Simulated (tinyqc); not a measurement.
Square lattice in a magnetic field (Harper-Hofstadter model): one step. Hall conductance of the gaps. Three cases, with inputs chosen for the exercise.

Problem. Gap r (r bands filled) has sigma_xy = t_r e^2/h in size and relative sign, where r = q s_r + p t_r with integers and |t_r| <= q/2; the Chern number of band r is t_r - t_(r-1), with t_0 = t_q = 0.

Give: Integers.

Case 1.

Values chosen: p = 3 (flux per plaquette p/q, in units of h/e); q = 5.

Solution.

Integers:

| r | t_r | s_r | Chern number of band r |
|---|---|---|---|
| 1 | 2 | -1 | 2 |
| 2 | -1 | 1 | -3 |
| 3 | 1 | 0 | 2 |
| 4 | -2 | 2 | -3 |
| 5 | 0 | 1 | 2 |

The first gap carries t = 2; a single Landau level would carry 1.

Case 2.

Values chosen (out of a larger set: a lateral superlattice; not measured data): p = 3 (flux per plaquette p/q, in units of h/e); q = 7.

Solution.

Integers:

| r | t_r | s_r | Chern number of band r |
|---|---|---|---|
| 1 | -2 | 1 | -2 |
| 2 | 3 | -1 | 5 |
| 3 | 1 | 0 | -2 |
| 4 | -1 | 1 | -2 |
| 5 | -3 | 2 | -2 |
| 6 | 2 | 0 | 5 |
| 7 | 0 | 1 | -2 |

The first gap carries t = -2; a single Landau level would carry 1.

Case 3.

Values chosen: p = 1 (flux per plaquette p/q, in units of h/e); q = 3.

Solution.

Integers:

| r | t_r | s_r | Chern number of band r |
|---|---|---|---|
| 1 | 1 | 0 | 1 |
| 2 | -1 | 1 | -2 |
| 3 | 0 | 1 | 1 |

The first gap carries t = 1; a single Landau level would carry 1.

Computed by tinyqc, one run a case: `OMP_NUM_THREADS=1 python tinyqc.py N N+1 out.jsonl` with N = 1251249, 1251272, 1251324; one thread of a shared Intel(R) Xeon(R) Processor @ 2.30GHz, about 0.03 s a run at most.
